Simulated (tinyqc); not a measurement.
# Inverter chain driving a load

N inverters, each f = Hc^(1/N) times larger than the one before: delay tau N (f + pp). Switched capacitance in units of the first input, with output capacitance pp times the input: Hc + (1 + pp)(Hc - 1)/(f - 1).

Values chosen for this exercise:

| symbol | value | unit | meaning |
|---|---|---|---|
| Hc | 180 |  | load over the input capacitance of the chain |
| pp | 1 |  | parasitic delay of an inverter |
| tau | 5.9 | ps | delay unit |

Inverter chain driving a load:

| N | f | delay (ps) | switched capacitance |
|---|---|---|---|
| 1 | 180.0 | 1068 | 182.0 |
| 2 | 13.42 | 170.1 | 208.8 |
| 3 | 5.646 | 117.6 | 257.1 |
| 4 | 3.663 | 110.0 | 314.4 |
| 5 | 2.825 | 112.8 | 376.1 |
| 6 | 2.376 | 119.5 | 440.1 |
| 7 | 2.100 | 128.0 | 505.5 |
| 8 | 1.914 | 137.5 | 571.7 |

What does the table show?

The delay goes from 1070 through a minimum of 110 (at N = 4 among the rows listed) to 138 ps. The best stage effort solves pp + rho (1 - ln rho) = 0, rho = 3.59, which gives N = ln Hc/ln rho = 4.06. One stage fewer than the best costs 6.9 % in delay and saves 18 % of the switched capacitance.

Numbers from tinyqc (`OMP_NUM_THREADS=1 python tinyqc.py 2082156 2082157 out.jsonl`; about 0.01 s on one thread of a shared Intel Xeon 2.30GHz).
